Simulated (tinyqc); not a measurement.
Quantum well in an electric field by finite differences: sweeps and comparisons. A value that a table varies takes the place of the one given here.

Finite differences on points z_i at the centres of cells of width h: H_ii = (c/h^2)(1/m_(i-1/2) + 1/m_(i+1/2)) + V_i, H_(i,i+1) = -(c/h^2)/m_(i+1/2), where m_(i+1/2) is the mean of the masses at the two points (the end values are repeated outwards), psi = 0 on the points beyond both ends, c = hbar^2/2m0. The field adds e F (z - z0) with z0 the middle of the structure; 1 kV/cm = 1e-5 eV/angstrom.

Constants: hbar^2/2m0 = 3.80998211 eV angstrom^2.

Values chosen for the exercise (near those of an InGaAs well in InP; not measured data): layers = ((99, 0.254, 0.0768), (132, 0, 0.0409), (99, 0.254, 0.0768)) (each layer: thickness in angstrom, band edge in eV, mass in m0); hf = 2.0625 angstrom (cell width of the fine grid); Fs = (0, 8.33, 16.7, 25, 33.3, 41.7, 50) kV/cm (fields); F = 11 kV/cm (field along z); Lw = 132 angstrom (well width); Lb = 99 angstrom (each outer barrier); V0 = 0.254 eV (barrier height); mw = 0.0409 m0 (mass in the well); mb = 0.0768 m0 (mass in the barriers).

## Stark shift

Fine grid. Perturbation theory: dE1 = e F z_11 - beta (e F)^2 with beta = sum_j z_1j^2/(E_j - E_1) over the 13 next levels at zero field, z from z0.

Levels against field:
```
F (kV/cm)  E1 (eV)  E2 (eV)  dE1 (meV)  second order (meV)  <z - z0> (angstrom)  E2 - E1 (meV)
0           0.0272   0.1098       0.00                0.00                  0.0           82.6
8.33        0.0271   0.1098      -0.09               -0.09                 -2.2           82.7
16.7        0.0268   0.1099      -0.36               -0.36                 -4.3           83.1
25.0        0.0263   0.1100      -0.81               -0.82                 -6.5           83.6
33.3        0.0257   0.1101      -1.44               -1.45                 -8.6           84.4
41.7        0.0249   0.1102      -2.24               -2.27                -10.6           85.3
50.0        0.0240   0.1104      -3.20               -3.27                -12.6           86.4
```

z_11 = 0.00 angstrom
beta = 1.307e+04 angstrom^2/eV

At zero field the state is centred, so the shift starts as F^2; it turns linear only if the state is pulled to one side. At 50 kV/cm E1 has moved by -3.20 meV, where second order gives -3.27 meV; they differ by 1.9 % there. The electron moves by -12.6 angstrom, against the rise of the potential. E2 - E1 grows with the field; the ends are 82.6 and 86.4 meV.

## Order of mass and momentum

Fine grid. Hermitian kinetic operators m^a p m^b p m^a with 2a + b = -1: H_ii = (c/h^2) m_i^(2a) (m_(i-1/2)^b + m_(i+1/2)^b) + V_i, H_(i,i+1) = -(c/h^2) m_i^a m_(i+1)^a m_(i+1/2)^b; BenDaniel-Duke is a = 0. The halved form has H_ii = 2c/(h^2 m_i) + V_i and H_(i,i+1) = -(c/2h^2)(1/m_i + 1/m_(i+1)). The shifts are measured against BenDaniel-Duke; the last column repeats E1 with cells of hf/4.

Levels (eV):
```
operator                            E1      E2  E1 - E1(BDD) (meV)  E1 at hf/4
BenDaniel-Duke                  0.0270  0.1098                 0.0      0.0270
(1/m) p^2 + p^2 (1/m), halved   0.0197  0.0811                -7.3     -0.4619
m^(-1/2) p^2 m^(-1/2)           0.0352  0.1324                 8.2      0.0352
m^(-1/4) p m^(-1/2) p m^(-1/4)  0.0312  0.1209                 4.2      0.0312
one mass, the smallest          0.0312  0.1210                 4.2      0.0313
```

The three forms m^a p m^b p m^a span 8.2 meV in E1, 10 % of E2 - E1; they differ only at the mass steps (largest to smallest mass 1.88), where m^a psi is the continuous quantity. Dropping the mass step altogether moves E1 by +4.2 meV. Refining the grid moves the halved form by -481.6 meV, against at most 0.05 meV for the other three: at an abrupt step it has no limit as the grid is refined.

## What each parameter does

Three layers: barrier, well, barrier; fine grid. The Stark shift is E1(F) - E1(0). Each row changes one parameter from the base and keeps the others.

Results:
```
case               E1 (eV)  E2 - E1 (meV)  Stark shift (meV)  <z - z0> (angstrom)
base                0.0270           82.8              -0.16                -2.87
Lw = 165 angstrom   0.0192           59.6              -0.31                -5.58
Lb = 132 angstrom   0.0270           82.8              -0.16                -2.87
V0 = 0.305 eV       0.0284           86.9              -0.14                -2.61
mw = 0.047 m0       0.0252           76.2              -0.16                -2.96
mb = 0.0922 m0      0.0258           80.9              -0.16                -2.98
F = 16.5 kV/cm      0.0268           83.1              -0.35                -4.29
```

The largest shifts from the base row, up to three for each result and ties (the steps differ in size, so this ranks the rows, not the parameters). E1 (eV): Lw -0.0078, mw -0.0018, V0 +0.0014; unchanged at the printed digits by Lb. E2 - E1 (meV): Lw -23.3, mw -6.6, V0 +4.1; unchanged at the printed digits by Lb. Stark shift (meV): F -0.20, Lw -0.15, V0 +0.01; unchanged at the printed digits by Lb, mw and mb. <z - z0> (angstrom): Lw -2.71, F -1.42, V0 +0.26; unchanged at the printed digits by Lb.

Run: tinyqc, `OMP_NUM_THREADS=1 python tinyqc.py 1250904 1250905 out.jsonl`; Intel(R) Xeon(R) Processor @ 2.30GHz, one thread, shared host; about 0.03 s of CPU time with all checks.
